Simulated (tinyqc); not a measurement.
Worked calculation: deep level with several charge states, and Shockley-Read-Hall recombination. Values are carried at full precision from step to step, so a last printed digit may differ when a step is redone from the rounded ones.

Energies from Ev. The defect has charge states +1, 0, -1 with weights 1, gm exp((EF - E1)/kT), exp((2 EF - E1 - E2)/kT); the shares are the weights over their sum. Boltzmann carriers: n = Nc exp((EF - Eg)/kT), p = Nv exp(-EF/kT). Neutrality: p - n + Nd + Nt <q> = 0.

Constants: kB = 8.617333262e-05 eV/K.

Values chosen for the exercise (gap and densities of states near those of GaAs at this temperature; the results hold for these values, not for the real material):
- Eg = 1.44 eV (gap)
- Nc = 3.31e+17 1/cm^3 (conduction-band density of states)
- Nv = 6.92e+18 1/cm^3 (valence-band density of states)
- T = 250 K
- E1 = 1.121 eV (level (+1/0) above Ev)
- E2 = 0.86 eV (level (0/-1) above Ev)
- gm = 2 (degeneracy of the middle state, the others 1)
- Nt = 2.4e+15 1/cm^3 (defects)
- Nd = 1.4e+16 1/cm^3 (ionised shallow donors minus acceptors)
- E_try = 1.168 eV (trial Fermi level)
- Et = 1.121 eV (recombination level above Ev)
- sn = 7.2e-15 cm^2 (electron capture cross-section)
- sp_ = 5.3e-15 cm^2 (hole capture cross-section)
- vth = 14000000 cm/s (thermal velocity, both carriers)
- Nm = 2.4e+16 1/cm^3 (equilibrium electrons for the lifetime steps)
- dn = 1.3e+14 1/cm^3 (excess pairs)

## Charge states at a trial Fermi level

Form the exponents, the shares, the mean charge and the residual of neutrality at EF = E_try.

exponents of the second and third weights: 2.182  16.478

shares: +1 0.0000, 0 0.0000, -1 1.0000

<q> = -1.0000

n, p (1/cm^3): 1.09e+12  1.97e-05

residual = 1.16e+16 1/cm^3

The residual is positive, so EF must rise.

## The neutral state

Solve for EF.

EF = 1.3678 eV

shares at EF: +1 0.000, 0 0.000, -1 1.000

n = 1.16e+16 1/cm^3
p = 1.85e-09 1/cm^3

Without the defects the majority density would be 1.40e+16 1/cm^3; with them the density of these carriers is 1.16e+16, so they compensate part of the doping. Most defects are in the state -1. The level order is inverted (negative U), so the middle state is never the most common.

## Recombination through one level

One level at Et with degeneracy 1: tn = 1/(sn vth Nt), tp = 1/(sp_ vth Nt), n1 = Nc exp((Et - Eg)/kT), p1 = Nv exp(-Et/kT), ni^2 = n1 p1. Equilibrium n0 = Nm, p0 = ni^2/Nm; n = n0 + dn, p = p0 + dn. U = (n p - ni^2)/(tp (n + n1) + tn (p + p1)), lifetime dn/U; emission rates en = sn vth n1, ep = sp_ vth p1.

Evaluate each quantity.

tn, tp (microsecond): 0.004134  0.005615

n1, p1 (1/cm^3): 1.23e+11  0.000174

U = 2.31e+22 1/(cm^3 s)
lifetime = 0.00564 microsecond

The lifetime is 1.004 times the minority capture time tp and 0.578 times tn + tp, the limit of high injection.

## Emission and generation in a depleted region

With n = p = 0 the level generates pairs at G = Nt en ep/(en + ep); generation lifetime tg = ni/G; current density e G W for a width W = 1 micrometre, e = 1.602176634e-19 C.

en, ep (1/s): 1.24e+04  1.29e-11

G = 3.11e+04 1/(cm^3 s)
tg = 1.49e+05 microsecond
current density = 4.98e-19 A/cm^2

The slower step, hole emission, limits the rate: en/ep = 9.56e+14.

## Checks

- U against hole capture minus emission at the steady occupation of the level (1/(cm^3 s)): both 2.306e+22.

(tinyqc, `OMP_NUM_THREADS=1 python tinyqc.py 1650560 1650561 out.jsonl`, Intel(R) Xeon(R) Processor @ 2.30GHz, 1 thread, shared host, about 0.01 s.)
